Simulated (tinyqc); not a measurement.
What moves the results: carrier statistics of a doped semiconductor with parabolic bands. A value that a table varies takes the place of the one given here.

Eg(T) = Eg0 - al T^2/(T + be); m_de = Mv^(2/3) (ml mt^2)^(1/3); m_dh = (mhh^(3/2) + mlh^(3/2))^(2/3); Nc and Nv from N = 2 (m kB T/(4 pi c))^(3/2) with c = hbar^2/2m0, in 1/angstrom^3; times 1e24 for 1/cm^3.

Energies are counted from Ev, so Ec = Eg. n = Nc F_1/2((EF - Eg)/kT), p = Nv F_1/2(-EF/kT), ND+ = ND/(1 + 2 exp((EF - Eg + ED)/kT)), NA- = NA/(1 + 4 exp((EA - EF)/kT)); neutrality asks p + ND+ = n + NA-. F_j(eta) = (1/Gamma(j + 1)) integral_0^infinity x^j dx/(1 + exp(x - eta)), which tends to exp(eta) for eta << 0.

Constants: hbar^2/2m0 = 3.80998211 eV angstrom^2; kB = 8.617333262e-05 eV/K.

Inputs chosen for the exercise (near those of Ge; shifted at random, so the results belong to these values and not to a real crystal):

| symbol | value | unit | meaning |
|---|---|---|---|
| Eg0 | 0.7417 | eV | gap at 0 K |
| al | 0.000475 | eV/K | Varshni alpha |
| be | 229 | K | Varshni beta |
| ml | 1.58 | m0 | longitudinal electron mass |
| mt | 0.0838 | m0 | transverse electron mass |
| Mv | 4 |  | equivalent valleys |
| mhh | 0.326 | m0 | heavy-hole mass |
| mlh | 0.0418 | m0 | light-hole mass |
| ND | 2.6e+16 | 1/cm^3 | donors |
| NA | 1.4e+16 | 1/cm^3 | acceptors |
| ED | 0.0122 | eV | donor level below Ec |
| EA | 0.0113 | eV | acceptor level above Ev |
| T | 200 | K |  |

## Temperature

Neutrality solved at each temperature; ni = sqrt(Nc Nv) exp(-Eg/2kT).

Carriers (1/cm^3):

| T (K) | EF (eV) | n | p | majority / \|ND - NA\| | ni | Eg (eV) |
|---|---|---|---|---|---|---|
| 10 | 0.7286 | 1.96e+10 | <1e-99 | 1.63e-06 | <1e-99 | 0.7415 |
| 20 | 0.7273 | 6.51e+13 | <1e-99 | 0.00542 | 5.48e-77 | 0.7409 |
| 40 | 0.7218 | 3.57e+15 | 2.75e-74 | 0.298 | 9.93e-30 | 0.7389 |
| 77 | 0.6997 | 9.85e+15 | 1.01e-28 | 0.821 | 9.98e-07 | 0.7325 |
| 120 | 0.6656 | 1.13e+16 | 1.38e-10 | 0.942 | 1.25e+03 | 0.7221 |
| 200 | 0.5907 | 1.18e+16 | 3.46e+03 | 0.982 | 6.39e+09 | 0.6974 |
| 300 | 0.4854 | 1.19e+16 | 3.43e+10 | 0.992 | 2.02e+13 | 0.6609 |
| 400 | 0.3725 | 1.21e+16 | 1.52e+14 | 1.01 | 1.36e+15 | 0.6209 |
| 500 | 0.2864 | 2.57e+16 | 1.36e+16 | 2.14 | 1.87e+16 | 0.5788 |
| 600 | 0.2505 | 1.21e+17 | 1.08e+17 | 10.1 | 1.15e+17 | 0.5354 |

How do the results move?

Ionisation is incomplete: the majority density is below 90 % of the net doping at 10, 20, 40 and 77 K, down to a share of 1.6e-06. It is within 10 % of the net doping at 120, 200, 300 and 400 K. At 500 and 600 K thermal pairs lift it more than 10 % above the net doping; ni has reached 1.15e+17 1/cm^3 at 600 K against a net doping of 1.20e+16. EF goes from 0.729 eV to 0.250 eV, where midgap is 0.268 eV and the intrinsic level (Boltzmann) 0.248 eV.

## Doping level

Only donors are present (NA = 0); eta is the distance of EF beyond the conduction edge in units of kT.

Neutral state:

| ND (1/cm^3) | EF (eV) | majority (1/cm^3) | ionised share | eta |
|---|---|---|---|---|
| 1.0e+14 | 0.5085 | 1.00e+14 | 1.000 | -10.96 |
| 1.0e+15 | 0.5482 | 9.99e+14 | 0.999 | -8.66 |
| 1.0e+16 | 0.5878 | 9.93e+15 | 0.993 | -6.36 |
| 1.0e+17 | 0.6266 | 9.38e+16 | 0.938 | -4.11 |
| 1.0e+18 | 0.6611 | 6.70e+17 | 0.670 | -2.11 |
| 3.0e+18 | 0.6749 | 1.43e+18 | 0.476 | -1.31 |
| 1.0e+19 | 0.6887 | 2.90e+18 | 0.290 | -0.51 |
| 3.0e+19 | 0.7006 | 5.09e+18 | 0.170 | 0.19 |

What does this show?

The impurity level lies at 0.6852 eV. The ionised share falls from 1.000 to 0.170 as EF passes through it between 3e+18 and 1e+19 1/cm^3 (share 1/3 there); it is below one half from 3e+18 1/cm^3 on. Over the last two rows the doping grows threefold and the majority density by a factor 1.75. EF comes within 3 kT of the majority band edge from 1e+18 1/cm^3 on. Above roughly 3e+17 1/cm^3 (N^(1/3) a = 0.26, with the radius a = sqrt(c/(m E)) from the ionisation energy E and the mass (ml mt^2)^(1/3)) the levels merge with the band and real ionisation is complete; sharp levels then overstate freeze-out.

## What each input does

Neutrality solved anew for each case. Each row changes one parameter from the base and keeps the others.

Results:

| case | EF (eV) | n (1/cm^3) | p (1/cm^3) |
|---|---|---|---|
| base | 0.5907 | 1.18e+16 | 3.46e+03 |
| T = 240 K | 0.5498 | 1.19e+16 | 9.96e+06 |
| ND = 1.3e+16 1/cm^3 | 0.1366 | 4.25e+04 | 9.61e+14 |
| NA = 1.82e+16 1/cm^3 | 0.5833 | 7.66e+15 | 5.33e+03 |
| Eg0 = 0.7917 eV | 0.6407 | 1.18e+16 | 190 |
| mt = 0.1006 m0 | 0.5876 | 1.18e+16 | 4.14e+03 |
| mhh = 0.3912 m0 | 0.5907 | 1.18e+16 | 4.50e+03 |
| ED = 0.0183 eV | 0.5906 | 1.17e+16 | 3.49e+03 |

How do the results move?

The largest shifts from the base row, up to three for each result and ties (the steps differ in size, so this ranks the rows, not the parameters). EF (eV): ND -0.4541, Eg0 +0.0500, T -0.0409; unchanged at the printed digits by mhh. n (1/cm^3): ND -1.18e+16, NA -4.13e+15, ED -8.78e+13; unchanged at the printed digits by Eg0, mt and mhh. p (1/cm^3): ND +9.61e+14, T +9.96e+06, Eg0 -3.27e+03.

(tinyqc, `OMP_NUM_THREADS=1 python tinyqc.py 1650274 1650275 out.jsonl`, Intel(R) Xeon(R) Processor @ 2.30GHz, 1 thread, shared host, about 0.01 s.)
